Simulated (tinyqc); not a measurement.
Hubbard chain of 5 sites, step by step. One step of it, computed by the program tinyqc.

Question. Mean-field iteration 1. H(up) = T + U n(down), H(down) = T + U n(up); fill the lowest levels; n(new) = n + mixing (n(out) - n); E = tr T (rho up + rho down) + U sum n_up n_down of the output.

one-body matrix (hopping and site energies) (eV), lower triangle:
```
           1          2          3          4         5
1   0.260000
2  -1.300000   0.680000
3   0.000000  -1.300000   0.130000
4   0.000000   0.000000  -1.300000   0.940000
5   0.000000   0.000000   0.000000  -1.300000  0.110000
```

U = 2.400000 eV

electrons, up and down: 3  2

mixing = 1

n(up) at the start (a guess, not normalised): 1 0.650000, 2 0.550000, 3 0.650000, 4 0.550000, 5 0.650000

n(down) at the start (a guess): 1 0.350000, 2 0.450000, 3 0.350000, 4 0.450000, 5 0.350000

Give: levels, up; levels, down; energy; n(up) after iteration 1; n(down) after iteration 1.

Answer.

levels, up (eV): -0.8599  0.0835  1.0086  2.8257  3.7421

levels, down (eV): -0.3458  0.6206  1.7275  3.2518  4.1859

energy = -2.2859 eV

n(up) after iteration 1: 1 0.7367, 2 0.3950, 3 0.7362, 4 0.3505, 5 0.7816

n(down) after iteration 1: 1 0.3363, 2 0.4631, 3 0.3699, 4 0.4160, 5 0.4146
